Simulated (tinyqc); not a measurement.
Elastic strain and critical thickness of a cubic alloy layer A(1-x)B(x) on a thick substrate. Changing the layer thickness h. Computed by tinyqc, a small Python program. Command: `OMP_NUM_THREADS=1 python tinyqc.py 3025548 3025549 out.jsonl misfit sweep`. One thread of a shared host (Intel(R) Xeon(R) Processor @ 2.30GHz), about 0.01 s of CPU time with the checks.

Strain is positive in tension. The layer is coherent with the substrate unless said otherwise.

Inputs (values chosen for the exercise, for a model alloy):
```
quantity                        value      unit
fraction x of B                  0.85         -
lattice constant a_A            5.653  angstrom
lattice constant a_B            6.058  angstrom
substrate lattice constant a_S  5.862  angstrom
start of the iteration h0/b      1000         -
```

Growth plane: (111). Layer: uncapped. Misfit dislocation: edge.

C11, C12, C44 of A (GPa): 122.1  47.97  59.55

C11, C12, C44 of B (GPa): 76.04  43.09  35.3

Method:
- a = (1 - x) a_A + x a_B, the same rule for each C_ij; misfit f = (a_S - a)/a, the in-plane strain of the coherent layer.
- (111): D = 2 (C11 + 2 C12 - 2 C44)/(C11 + 2 C12 + 4 C44), M = 6 C44 (C11 + 2 C12)/(C11 + 2 C12 + 4 C44). The free surface carries no normal stress, so e_perp = -D f; dV/V = 2 f + e_perp; stress = M f; energy per area = M f^2 h (1 GPa nm = 1 J/m^2).
- Voigt averages: G = (C11 - C12 + 3 C44)/5, B = (C11 + 2 C12)/3, nu = (3 B - 2 G)/(2 (3 B + G)); b = a/sqrt(2). Edge dislocation with b in the interface: cos alpha = 0, cos lambda = 1.
- Matthews-Blakeslee: h_c = A [ln(h_c/b) + 1], A = b (1 - nu cos^2 alpha)/(8 pi |f| (1 + nu) cos lambda), the factor 8 pi being that of an uncapped layer.
- Start at h0, put the right side back in, and stop when the change is below 1e-9 h or h turns negative.
- For h > h_c the same force balance gives the strain left, |e| = |f| A [ln(h/b) + 1]/h, and below h_c e = f; relaxation = 1 - e/f; dislocations per length across each line direction = (|f| - |e|)/(b cos lambda), times 2/3 for the three line sets on (111).

One run for each value; columns: (1) layer thickness h (nm); (2) strain left e; (3) relaxation (%); (4) dislocation line density (1/micrometre); (5) strain energy per area (J/m^2):
```
(1)        (2)    (3)    (4)        (5)
2     -0.01697  24.75   8.77  1.242e-01
4.3   -0.01026  54.50  19.32  2.671e-01
9.3   -0.00585  74.07  26.26  5.776e-01
20    -0.00323  85.68  30.38  1.242e+00
43    -0.00174  92.29  32.72  2.671e+00
93    -0.00091  95.95  34.02  5.776e+00
200   -0.00048  97.89  34.70  1.242e+01
430   -0.00025  98.91  35.07  2.671e+01
930   -0.00012  99.45  35.26  5.776e+01
2000  -0.00006  99.72  35.35  1.242e+02
```

Over the rows, strain left e rises from -0.0170 to -6.29e-5 (exponent d ln y / d ln x -0.66 between the first rows and -0.89 between the last); relaxation (%) rises from 24.7 to 99.7 (exponent d ln y / d ln x 1.0 between the first rows and 0.0036 between the last); dislocation line density (1/micrometre) rises from 8.77 to 35.4 (exponent d ln y / d ln x 1.0 between the first rows and 0.0036 between the last). The exponent of strain energy per area stays at 1: the energy density is uniform. The energy column is that of the coherent layer.

Caution (all rows): above about 2 % misfit, linear elasticity is rough and compressed layers tend to form islands before dislocations. Caution (all rows): an edge dislocation with b in the interface cannot reach it by glide, so the force balance is formal for it. Caution (all rows): a critical thickness of a few Burgers vectors is outside continuum elasticity and hangs on the core term.

Extremes, crossings and ranges named in words are read from the listed rows.
